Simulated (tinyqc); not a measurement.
LDA (VWN5) atom on a uniform radial grid, spin-unpolarised, for He, step by step. Computed by tinyqc, a small Python program that keeps every step. Settings: Z = 2, points = 64, R = 11.2, functional = lda,vwn, mixing = 0.6, iteration cap = 63. Command: `OMP_NUM_THREADS=1 python tinyqc.py 27299 27300 out.jsonl` (the two numbers bound the seeds that draw the settings). One thread of a shared host (Intel(R) Xeon(R) Processor @ 2.60GHz), about 0.02 s of CPU time with the checks. Later iterations appear only in the table of the cycle.

## Iteration 1

Spherical atom on a uniform radial grid r_j = j h with h = R/(N + 1), h sum u^2 = 1 and integrals as h times sums, u(0) = u(R) = 0 (atomic units):

| parameter | value |
|---|---|
| Z | 2 |
| points N | 64 |
| R | 11.200000 |
| h | 0.172308 |
| mixing | 0.600000 |
| electrons in 1s | 2 |

Three-point differences turn -u''/2 + [l(l+1)/2r^2 - Z/r + V] u = e u into a tridiagonal matrix (diagonal 1/h^2 + potential, off-diagonal -1/2h^2). D = sum f u^2; the Hartree potential y/r solves y'' = -D/r with y(0) = 0, y(R) = N_e; v_xc comes from rho = D/(4 pi r^2); E = sum f e - int D V + int D (V_H/2 + eps_xc); V(new) = V + mixing (V_H + v_xc - V).

eigenvalues (hartree): 1s -1.94390

Every 4th grid point:

| r | V in | u(1s) | D | V_H | v_xc |
|---|---|---|---|---|---|
| 0.68923 | 0.00000 | 0.98029 | 1.92194 | 2.45489 | -0.74522 |
| 1.37846 | 0.00000 | 0.50697 | 0.51404 | 1.42750 | -0.32317 |
| 2.06769 | 0.00000 | 0.19664 | 0.07734 | 0.96584 | -0.14294 |
| 2.75692 | 0.00000 | 0.06780 | 0.00919 | 0.72536 | -0.06374 |
| 3.44615 | 0.00000 | 0.02191 | 0.00096 | 0.58035 | -0.02822 |
| 4.13538 | 0.00000 | 0.00680 | 0.00009 | 0.48363 | -0.01228 |
| 4.82462 | 0.00000 | 0.00205 | 8.42e-06 | 0.41454 | -0.00524 |
| 5.51385 | 0.00000 | 0.00061 | 7.35e-07 | 0.36272 | -0.00220 |
| 6.20308 | 0.00000 | 0.00018 | 6.22e-08 | 0.32242 | -0.00091 |
| 6.89231 | 0.00000 | 0.00005 | 5.13e-09 | 0.29018 | -0.00038 |
| 7.58154 | 0.00000 | 1.44e-05 | 4.15e-10 | 0.26380 | -0.00015 |
| 8.27077 | 0.00000 | 4.07e-06 | 3.31e-11 | 0.24182 | -0.00006 |
| 8.96000 | 0.00000 | 1.14e-06 | 0 | 0.22321 | -2.55e-05 |
| 9.64923 | 0.00000 | 3.16e-07 | 0 | 0.20727 | 0.00000 |
| 10.33846 | 0.00000 | 8.43e-08 | 0 | 0.19345 | 0.00000 |
| 11.02769 | 0.00000 | 1.15e-08 | 0 | 0.18136 | 0.00000 |

total energy = -2.5903727 hartree

## Iteration 2

As before.

eigenvalues (hartree): 1s -0.95577

Every 4th grid point:

| r | V in | u(1s) | D | V_H | v_xc |
|---|---|---|---|---|---|
| 0.68923 | 1.02580 | 0.92391 | 1.70723 | 2.27317 | -0.71810 |
| 1.37846 | 0.66259 | 0.59196 | 0.70082 | 1.39681 | -0.35524 |
| 2.06769 | 0.49374 | 0.29949 | 0.17939 | 0.96147 | -0.18393 |
| 2.75692 | 0.39697 | 0.13836 | 0.03829 | 0.72477 | -0.09758 |
| 3.44615 | 0.33128 | 0.06102 | 0.00745 | 0.58027 | -0.05236 |
| 4.13538 | 0.28281 | 0.02619 | 0.00137 | 0.48362 | -0.02815 |
| 4.82462 | 0.24558 | 0.01105 | 0.00024 | 0.41454 | -0.01508 |
| 5.51385 | 0.21632 | 0.00460 | 4.24e-05 | 0.36272 | -0.00803 |
| 6.20308 | 0.19291 | 0.00190 | 7.23e-06 | 0.32242 | -0.00425 |
| 6.89231 | 0.17388 | 0.00078 | 1.22e-06 | 0.29018 | -0.00224 |
| 7.58154 | 0.15819 | 0.00032 | 2.02e-07 | 0.26380 | -0.00117 |
| 8.27077 | 0.14505 | 0.00013 | 3.33e-08 | 0.24182 | -0.00061 |
| 8.96000 | 0.13391 | 0.00005 | 5.41e-09 | 0.22321 | -0.00032 |
| 9.64923 | 0.12436 | 2.07e-05 | 8.55e-10 | 0.20727 | -0.00017 |
| 10.33846 | 0.11607 | 7.59e-06 | 1.15e-10 | 0.19345 | -0.00008 |
| 11.02769 | 0.10882 | 1.24e-06 | 0 | 0.18136 | -2.36e-05 |

total energy = -2.7277947 hartree

## Iteration 3

As before.

eigenvalues (hartree): 1s -0.67023

Every 4th grid point:

| r | V in | u(1s) | D | V_H | v_xc |
|---|---|---|---|---|---|
| 0.68923 | 1.34336 | 0.89957 | 1.61844 | 2.20749 | -0.70621 |
| 1.37846 | 0.88998 | 0.60914 | 0.74209 | 1.38110 | -0.36151 |
| 2.06769 | 0.66402 | 0.33395 | 0.22304 | 0.95827 | -0.19638 |
| 2.75692 | 0.53510 | 0.16942 | 0.05741 | 0.72416 | -0.11012 |
| 3.44615 | 0.44926 | 0.08273 | 0.01369 | 0.58016 | -0.06283 |
| 4.13538 | 0.38641 | 0.03955 | 0.00313 | 0.48360 | -0.03615 |
| 4.82462 | 0.33791 | 0.01867 | 0.00070 | 0.41454 | -0.02084 |
| 5.51385 | 0.29934 | 0.00874 | 0.00015 | 0.36272 | -0.01200 |
| 6.20308 | 0.26807 | 0.00407 | 3.32e-05 | 0.32242 | -0.00690 |
| 6.89231 | 0.24232 | 0.00189 | 7.13e-06 | 0.29018 | -0.00396 |
| 7.58154 | 0.22085 | 0.00087 | 1.53e-06 | 0.26380 | -0.00226 |
| 8.27077 | 0.20274 | 0.00040 | 3.24e-07 | 0.24182 | -0.00129 |
| 8.96000 | 0.18730 | 0.00018 | 6.81e-08 | 0.22321 | -0.00074 |
| 9.64923 | 0.17401 | 0.00008 | 1.37e-08 | 0.20727 | -0.00042 |
| 10.33846 | 0.16245 | 3.36e-05 | 2.26e-09 | 0.19345 | -0.00022 |
| 11.02769 | 0.15233 | 5.80e-06 | 6.74e-11 | 0.18136 | -0.00007 |

total energy = -2.7388218 hartree

## Convergence

Stop when input and output potentials agree to 1e-7.

Course of the cycle (hartree):

| iteration | E | e(1s) | largest \|V(out) - V(in)\| |
|---|---|---|---|
| 1 | -2.5903727 | -1.94390 | 2.37e+00 |
| 2 | -2.7277947 | -0.95577 | 5.87e-01 |
| 3 | -2.7388218 | -0.67023 | 1.58e-01 |
| 4 | -2.7393750 | -0.58659 | 5.28e-02 |
| 5 | -2.7394174 | -0.55937 | 1.94e-02 |
| 6 | -2.7394232 | -0.54961 | 7.44e-03 |
| 7 | -2.7394242 | -0.54593 | 2.89e-03 |
| 8 | -2.7394243 | -0.54451 | 1.12e-03 |
| 9 | -2.7394243 | -0.54397 | 4.37e-04 |
| 10 | -2.7394243 | -0.54376 | 1.70e-04 |
| 11 | -2.7394243 | -0.54368 | 6.62e-05 |
| 12 | -2.7394243 | -0.54365 | 2.57e-05 |
| 13 | -2.7394243 | -0.54363 | 9.98e-06 |
| 14 | -2.7394243 | -0.54363 | 3.89e-06 |
| 15 | -2.7394243 | -0.54363 | 1.51e-06 |
| 16 | -2.7394243 | -0.54363 | 5.89e-07 |
| 17 | -2.7394243 | -0.54363 | 2.29e-07 |
| 18 | -2.7394243 | -0.54363 | 8.89e-08 |

Converged in 18 iterations. A uniform grid resolves the cusp poorly: for a bare nucleus this grid gives 1s at -1.94390 against -Z^2/2 = -2 hartree. Before convergence this energy mixes input and output and is not variational, so it may rise towards its limit.
